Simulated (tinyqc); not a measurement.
## Zener tunnelling in a reverse-biased junction, two-band WKB: exponent along the true band profile

Abrupt p-n junction, depletion approximation. Energies E are counted from the conduction-band edge of the neutral n side; its Fermi level lies at dn, that of the p side at dn - V, and the valence-band edge of the neutral p side at Em = dn + dp - V. Tunnelling needs 0 < E < Em. Two-band dispersion with equal masses m: inside the gap kappa = sqrt(m u (1 - u/Eg)/C), u the distance from a band edge, C = hbar^2/(2 m0).

Nd = Nc F12(dn/Vt), Na = Nv F12(dp/Vt), F12(x) = (2/sqrt(pi)) int_0^infinity sqrt(u)/(1 + exp(u - x)) du; dn = EF - Ec on the n side, dp = Ev - EF on the p side (negative outside the bands); Vbi = Eg + dn + dp. W = sqrt(2 eps0 eps_r (Vbi - V)(1/Na + 1/Nd)/q), mean field F = (Vbi - V)/W, peak field 2 F. In a uniform field F the exponent is S = pi sqrt(m/C) Eg^1.5/(4 F). Transverse energy Et = C kt^2/m raises it to S (1 + 4 Et/Eg), so T = exp(-S) exp(-Et/Eb) with Eb = Eg/(4 S). KJ = (2 q^2/h) m/(4 pi C) (times 1e14 for A/cm^2 per eV^2). Along the true parabolic profile the field at the point where the conduction edge stands at e = E + u is sqrt(2 q Nd e/(eps0 eps_r)) for e < a D and sqrt(2 q Na (D - e)/(eps0 eps_r)) above, D = Vbi - V, a = Na/(Na + Nd); S(E) = 2 int_0^Eg kappa(u) du/field.

Parameters, values chosen for the exercise; band and dielectric values close to those of gallium arsenide:

| symbol | value | unit | meaning |
|---|---|---|---|
| T | 200 | K | temperature |
| Eg | 1.4 | eV | band gap |
| eps_r | 13.2 |  | relative permittivity |
| Nc | 2.42e17 | cm^-3 | conduction-band density of states at 200 K |
| Nv | 4.84e18 | cm^-3 | valence-band density of states at 200 K |
| m | 0.07 | m0 | band-edge mass of the two-band model |
| Na | 1.3e19 | cm^-3 | acceptor density |
| Nd | 2.3e18 | cm^-3 | donor density |
| V | -1.1 | V | bias of the p side |

Constants: q = 1.602176634e-19 C, kB = 1.380649e-23 J/K, hbar = 1.054571817e-34 J s, m0 = 9.1093837015e-31 kg, Vt = kB T/q, eps0 = 8.8541878128e-14 F/cm where lengths are in cm, hbar^2/(2 m0) = 0.0380998212 eV nm^2. Results are converted to the units shown.

Result of one run:

| E (eV) | S(E) | S(E)/S of the mean field |
|---|---|---|
| 1.15 | 17.37 | 0.5839 |

What becomes of these results when the energy E is changed from 1.15 to 0.881 eV, all else the same?

Result of the changed run:

| E (eV) | S(E) | S(E)/S of the mean field |
|---|---|---|
| 0.881 | 18.02 | 0.6057 |

The whole series:

| E (eV) | S(E) | S(E)/S of the mean field |
|---|---|---|
| 0.073 | 28.33 | 0.9524 |
| 0.208 | 25.02 | 0.8412 |
| 0.343 | 22.86 | 0.7685 |
| 0.477 | 21.26 | 0.7145 |
| 0.612 | 19.97 | 0.6713 |
| 0.746 | 18.91 | 0.6358 |
| 0.881 | 18.02 | 0.6057 |
| 1.016 | 17.40 | 0.5849 |
| 1.15 | 17.37 | 0.5839 |

S(E) falls from 28.3 to 17.4. The mean field gives S = 29.7 and the peak field 14.9; the smallest S(E) is 0.58 of the mean-field value, so the mean field understates the best transmission by a factor of 2.38e5.

Range of the model: Parabolic densities of states, no band tails and no gap narrowing, all of which matter at such doping.

Computed by the program tinyqc: `OMP_NUM_THREADS=1 python tinyqc.py 2620021 2620022 out.jsonl`, one thread of a shared Intel Xeon 2.30GHz, about 0.01 s for the whole run.
